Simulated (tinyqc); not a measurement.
# AlGaN/GaN HEMT with access regions, lumped model: effect of the share of the drain-access electrons removed by traps

A polarisation-induced electron sheet under a Schottky gate, in series with two ungated access regions and contacts. Drift law v = mu E/(1 + mu E/vs) under the gate. Currents in mA/mm, resistances in ohm mm. No self-heating, no channel-length modulation; fits for polarisation, barrier and offset are chosen for the exercise.

sigma = (5e13 x + 1.6e13 x^2) cm^-2, phiB = 0.84 + 1.3 x, dEc = 0.7 (1.71 x + x^2) in volts, Cb = eps0 eps_r/d, VT = phiB - dEc - q sigma/Cb, access density n0 = -Cb VT/q. Access resistance R(L, n) = L/(q mu n sqrt(1 - (I/(q n vs))^2)); Rs = Rc + R(Ls, n0), Rd = Rc + R(Ld, (1 - ft) n0). Vg' = Vg - I Rs, Vd' = Vd - I (Rs + Rd); with u = Vg' - VT, Vc = vs Lg/mu and w the smaller of Vd' and Vc [sqrt(1 + 2 u/Vc) - 1] (0 if negative), the channel gives (mu Cb/Lg)(u w - w^2/2)/(1 + w/Vc). I equals that channel current. Isat is I at Vd = 10 V, gm = dIsat/dVg, Ron the limit of Vd/I at small Vd.

Parameters, values chosen for the exercise; values close to those of AlGaN/GaN structures:
```
symbol,value,unit,meaning
x,0.19,,aluminium share of the barrier
d,20,nm,barrier thickness
eps_r,9.3,,relative permittivity of barrier and channel
mu,1900,cm^2/(V s),channel mobility
vs,1.3e7,cm/s,saturation velocity
Lg,0.5,um,gate length
Ls,0.5,um,source access length
Ld,8,um,drain access length
Rc,0.28,ohm mm,resistance of each contact
Vg,0.5,V,gate voltage
```

Constants: q = 1.602176634e-19 C, eps0 = 8.8541878128e-14 F/cm where lengths are in cm. Results are converted to the units shown.

The same in every row: VT (V) = -3.087; n0 (cm^-2) = 7.934e12.

Effect of the share of the drain-access electrons removed by traps:
```
ft   Ron (ohm mm)  Isat (mA/mm)  gm (mS/mm)
0           4.258          1015       319.4
0.1         4.626          1015       319.4
0.2         5.086          1015       319.4
0.3         5.677         973.1       35.03
0.4         6.466         845.3       8.206
0.5         7.570         709.7       3.055
0.6         9.226         571.0       1.244
0.7         11.99         430.2      0.4872
```

What does the comparison show, and why?

As ft goes from 0 to 0.7, Ron rises from 4.26 to 12.0 ohm mm, Isat falls from 1020 to 430 mA/mm and gm falls from 319 to 0.487 mS/mm. The ceiling Cb vs is 535 mS/mm. For ft = 0 to 0.6 the power passes 5 W/mm, where self-heating, left out here, lowers the current. For ft = 0.3 to 0.7 the gated channel is not yet saturated at 10 V, because the access regions take the voltage, and gm drops.

Computed by the program tinyqc: `OMP_NUM_THREADS=1 python tinyqc.py 2570099 2570100 out.jsonl`, one thread of a shared Intel Xeon 2.30GHz, about 0.02 s for the whole run.
